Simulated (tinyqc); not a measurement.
Levels against field: parabolic quantum dot in a magnetic field (Fock-Darwin).

Two dimensions, V = m w0^2 r^2/2, one valley. hbar wc = 2 muB B/m, W = sqrt(w0^2 + wc^2/4), E(n, l, s) = (2n + |l| + 1) hbar W - l hbar wc/2 + s gs muB B, n = 0, 1, ..., l = 0, +/-1, ..., s = +/-1/2; length lam = sqrt(2c/(m hbar W)), c = hbar^2/2m0.

Constants: muB = 5.788381798e-05 eV/T; hbar^2/2m0 = 3.80998211 eV angstrom^2.

Inputs chosen for the exercise (near those of a gate-defined dot in GaAs; shifted at random, so the results belong to these values and not to a real crystal):
- m = 0.0658 m0 (mass)
- gs = -0.41 (g factor)
- w0 = 6.8 meV (confinement energy hbar w0)
- Bs = (0, 0.97, 1.9, 3.1, 4.6, 7, 10) T (fields)

Six orbital levels without the Zeeman term.

Levels (meV):
```
B (T)   (0,0)   (0,1)  (0,-1)   (0,2)   (1,0)   (0,3)
0       6.800  13.600  13.600  20.400  20.400  27.200
0.97    6.853  12.853  14.560  18.853  20.560  24.853
1.9     7.002  12.333  15.676  17.664  21.007  22.995
3.1     7.326  11.926  17.380  16.525  21.979  21.125
4.6     7.913  11.779  19.873  15.646  23.739  19.512
7.0     9.174  12.190  24.506  15.206  27.521  18.222
10     11.119  13.441  31.034  15.762  33.356  18.084
```

(0,2) crosses (0,-1) where W = 3 wc/2, that is wc = w0/sqrt(2), B = 2.73 T, and (0,3) crosses it at W = wc, B = 4.46 T. States with n = 0 and l >= 0 draw together into the lowest Landau level: their spacing W - wc/2 shrinks from 6.80 to 2.32 meV, while (0,-1) climbs to 19.92 meV above (0,0).

tinyqc: `OMP_NUM_THREADS=1 python tinyqc.py 1281447 1281448 out.jsonl`; about 0.08 s, one thread, shared Intel(R) Xeon(R) Processor @ 2.30GHz.
